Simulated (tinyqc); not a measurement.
Decay of LO phonons and the hot-phonon bottleneck in the cooling of electrons: one step, computed by the program tinyqc.

n(E, T) = 1/(exp(E/(k_B T)) - 1) is the Bose occupation. Electrons have a temperature T_e; the LO modes within their reach share one occupation N; the decay products stay at the lattice temperature.

Question. Lifetime and Raman width. Decay rate 1/tau = (1/tau_0) [1 + n(f hbar omega) + n((1 - f) hbar omega)]. Full width Gamma = 1/(2 pi c tau) in 1/cm, c in cm/s.

Inputs (values chosen for the exercise, modelled on silicon carbide): LO energy hbar omega = 122 meV; lifetime at T = 0, tau_0 = 3 ps; share f of the energy in the softer product = 0.4; lattice temperature T = 150 K.

Decay channel: two unequal phonons (Ridley).

Constants: k_B = 8.617333262e-05 eV/K; c = 299792458 m/s.

Give: thermal factor tau_0/tau; phonon lifetime tau; Raman width Gamma; equilibrium LO occupation N_0.

Answer.

thermal factor tau_0/tau = 1.027

phonon lifetime tau = 2.921 ps

Raman width Gamma = 1.817 1/cm

equilibrium LO occupation N_0 = 7.962e-05

Spontaneous decay rules: the products are hardly occupied.
